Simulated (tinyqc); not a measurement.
# Gain factor and gap resistance from two string resistances

Inverse problem. At small bit-line voltage each of the 96 cells has the resistance 1/(K x) at overdrive x (no mobility reduction) in series with a gap resistance Rg. Find K, Rg and the share of the gaps at the higher overdrive.

resistance of a string of 96 equal cells at overdrives of 3.7 and 7.7 V (kohm): 2184.0846  1598.0666

Answer. The resistance per cell is a straight line in 1/x with slope 1/K and intercept Rg.

K = 23.0 uA/V^2
Rg = 11.0 kohm
share of the gaps = 66.1 %

Numbers from tinyqc (`OMP_NUM_THREADS=1 python tinyqc.py 2142164 2142165 out.jsonl`; about 0.5 s on one thread of a shared Intel Xeon 2.30GHz).
